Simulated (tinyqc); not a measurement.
Hole mobility in a silicon inversion layer, empirical terms and Matthiessen rule: effect of the body doping.

Inversion layer of sheet density Ns on a uniformly doped body. The mobility terms are empirical power laws with prefactors chosen for the exercise; adding their inverses (Matthiessen) is itself an approximation.

ni = sqrt(Nc Nv) exp(-Eg/(2 Vt)), Eg in volts; Ndep = sqrt(2 eps0 eps_r Nb (2 Vt ln(Nb/ni) + Vsb)/q); E = q (Ndep + eta Ns)/(eps0 eps_r), in MV/cm. With t = T/(300 K): muC = Ac (Ns/1e12 cm^-2) t/(Nb/1e17 cm^-3 + Nit/1e11 cm^-2), muP = Ap E^(-1/3) t^(-1.75), muS = As E^(-gs); 1/mu is the sum of the inverses.

Values chosen for this exercise; material values close to those of silicon:
```
symbol,value,unit,meaning
T,293,K,temperature
Eg,1.13,eV,band gap
eps_r,11.6,,relative permittivity of the semiconductor
Nc,2.72e19,cm^-3,conduction-band density of states at T
Nv,2.55e19,cm^-3,valence-band density of states at T
Vsb,0.3,V,reverse body bias
eta,0.3333,,weight of the inversion charge in the effective field
Ap,114,cm^2/(V s),phonon-limited mobility at 1 MV/cm and 300 K
As,509,cm^2/(V s),roughness-limited mobility at 1 MV/cm
gs,1,,exponent of the roughness term
Ac,1800,cm^2/(V s),Coulomb prefactor
Nit,8e11,cm^-2,charge at the interface
Ns,3e12,cm^-2,inversion density
```

Constants: q = 1.602176634e-19 C, kB = 1.380649e-23 J/K, Vt = kB T/q, eps0 = 8.8541878128e-14 F/cm where lengths are in cm. Results are converted to the units shown.

Result of one run:
```
E (MV/cm),muC (cm^2/(V s)),muP (cm^2/(V s)),muS (cm^2/(V s)),mu (cm^2/(V s))
1.605,90.93,101.5,317.1,41.66
```

Which body doping Nb gave this result: 4.4e16, 9.7e16, 4.7e17, 1e18 or 5e18 cm^-3?

Nb = 5e18 cm^-3.

The whole series:
```
Nb (cm^-3),E (MV/cm),muC (cm^2/(V s)),muP (cm^2/(V s)),muS (cm^2/(V s)),mu (cm^2/(V s))
2e16,0.2376,643.2,191.8,2142,138.2
4.4e16,0.2793,624.9,181.8,1823,130.7
9.7e16,0.3423,588.0,169.8,1487,121.1
2.1e17,0.4347,522.2,156.8,1171,109.3
4.7e17,0.5801,415.3,142.5,877.4,94.63
1e18,0.7842,293.0,128.8,649.1,78.65
2.3e18,1.124,170.1,114.3,452.7,59.39
5e18,1.605,90.93,101.5,317.1,41.66
```

As Nb goes from 2e16 to 5e18 cm^-3, E rises from 0.238 to 1.61 MV/cm and mu falls from 138 to 41.7 cm^2/(V s). The smallest term is the phonon one in the first row and the Coulomb one in the last. At Nb = 5e18 cm^-3 E passes 1.5 MV/cm, beyond the usual range of such laws.

Program tinyqc, `OMP_NUM_THREADS=1 python tinyqc.py 2510038 2510039 out.jsonl`; Intel Xeon 2.30GHz, shared host, one thread, about 0.01 s.
